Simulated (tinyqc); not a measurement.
Hydrogenic donor in a hard-walled well (variational): one step. One trial length. Three cases, with inputs chosen for the exercise.

Task: Evaluate I0, I1 and both terms.

Trial function cos(pi z/L) exp(-r/lam), r measured from the donor at zi, walls at +/- L/2, one eps everywhere. Counted from the lowest subband, E(lam) = c/(m lam^2) - (q/eps) I0/I1, with I0 the integral of cos^2(pi z/L) exp(-2|z - zi|/lam) over the well and I1 the same with the factor (|z - zi| + lam/2); c = hbar^2/2m0, q = e^2/(4 pi eps0). The binding energy is -E at the minimum.

Constants: hbar^2/2m0 = 3.80998211 eV angstrom^2; e^2/(4 pi eps0) = 14.39964547 eV angstrom.

Give: I0; I1; kinetic term; Coulomb term; E.

Case 1.

Values chosen (near those of GaAs; not measured data):
- m = 0.065 m0 (mass)
- eps = 13.2 (dielectric constant)
- L = 262 angstrom (well width)
- zi = 0 angstrom (position of the donor from the centre)
- lam = 142 angstrom (trial length)

Result:

I0 = 80.867 angstrom
I1 = 8164.1 angstrom^2
kinetic term = 2.907 meV
Coulomb term = -10.805 meV
E = -7.899 meV

Case 2.

Values chosen (near those of GaN; not measured data):
- m = 0.192 m0 (mass)
- eps = 9.2 (dielectric constant)
- L = 44 angstrom (well width)
- zi = 19 angstrom (position of the donor from the centre)
- lam = 32 angstrom (trial length)

Result:

I0 = 7.576 angstrom
I1 = 236.1 angstrom^2
kinetic term = 19.379 meV
Coulomb term = -50.235 meV
E = -30.856 meV

Case 3.

Values chosen (near those of InP; not measured data):
- m = 0.077 m0 (mass)
- eps = 12.6 (dielectric constant)
- L = 390 angstrom (well width)
- zi = 0 angstrom (position of the donor from the centre)
- lam = 118 angstrom (trial length)

Result:

I0 = 88.968 angstrom
I1 = 8498.1 angstrom^2
kinetic term = 3.554 meV
Coulomb term = -11.964 meV
E = -8.411 meV

Computed by tinyqc, one run a case: `OMP_NUM_THREADS=1 python tinyqc.py N N+1 out.jsonl` with N = 1251086, 1251312, 1251525; one thread of a shared Intel(R) Xeon(R) Processor @ 2.30GHz, about 0.04 s a run at most.
